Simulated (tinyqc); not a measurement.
Conduction-band offset of an n-N heterojunction from carrier-profile moments: two steps of the calculation.

Layer 1 (x < 0) accumulates electrons and layer 2 (x > 0) is depleted. Boltzmann statistics. The bands bend down by V1 in layer 1 and up by V2 in layer 2, with V1 + V2 = VD = dE + Vt ln[(N2/Nc2)/(N1/Nc1)].

Values chosen for this exercise; values of the order of III-V alloys: temperature T = 300 K; relative permittivity of both layers eps_r = 12.1; density of states of the narrow-gap layer 1 Nc1 = 5.4e17 cm^-3; density of states of the wide-gap layer 2 Nc2 = 8.7e17 cm^-3; conduction-band offset dE = 0.13 eV; donor density in layer 1 N1 = 5.3e15 cm^-3; donor density in layer 2 N2 = 5.5e16 cm^-3; fixed charge at the interface si = 0 cm^-2.

Constants: q = 1.602176634e-19 C, kB = 1.380649e-23 J/K, Vt = kB T/q, eps0 = 8.8541878128e-14 F/cm where lengths are in cm. Results are converted to the units shown.

Problem 1. Division of the diffusion potential. Sheet densities from the first integral: Q1 = sqrt((2 eps0 eps_r Vt N1/q)(exp(u1) - u1 - 1)) extra electrons, Q2 = sqrt((2 eps0 eps_r Vt N2/q)(exp(-u2) + u2 - 1)) missing ones, u = V/Vt; neutrality Q1 = Q2 + si. Q1 - Q2 rises steadily with V1, so V1 follows by bisection.

Find: VD; V1; V2; Q1; n at x = 0-; n at x = 0+.

Solution 1.

VD = 0.17815 V
V1 = 0.088295 V
V2 = 0.089859 V
Q1 = 2.1833e11 cm^-2
n at x = 0- = 1.6128e17 cm^-3
n at x = 0+ = 1.7014e15 cm^-3

n drops across the interface by 94.8 = (Nc1/Nc2) exp(dE/Vt).

Problem 2. Offset from the moments. A C-V profile smears n(x) but keeps its zeroth and first moments: si = -int (N - n) dx, VD = (q/(eps0 eps_r)) int (N - n) x dx, dE = VD - Vt ln[(N2/Nc2)/(N1/Nc1)]. Use the trapezoidal rule on each side.

```
left point  -x (nm)  n in layer 1 (cm^-3)
0                 0            1.61278e17
1              1.32            1.37531e17
2              8.01            7.28337e16
3                23            3.05465e16
4              48.5            1.42404e16
5              86.7            8.43006e15
6               139            6.32667e15
7               208            5.58180e15
8               294            5.36085e15
9               400            5.30945e15
```

```
right point  x (nm)  n in layer 2 (cm^-3)
0                 0            1.70136e15
1              9.41            4.88217e15
2              23.2            1.45396e16
3              39.3            3.00302e16
4              57.1            4.34473e16
5              76.3            5.06747e16
6              96.7            5.35799e16
7               118            5.45677e16
8               141            5.48814e16
9               164            5.49676e16
```

Give: si; VD; dE.

Solution 2.

si = 1.908e10 cm^-2
VD = 0.1777 V
dE = 0.1296 eV

On these few points dE comes out -0.44 meV from the true 0.13 eV, and si misses by 1.9e10 cm^-2, 8.7 % of Q1.

Computed by the program tinyqc: `OMP_NUM_THREADS=1 python tinyqc.py 2410032 2410033 out.jsonl`, one thread of a shared Intel Xeon 2.30GHz, about 0.08 s for the whole run.
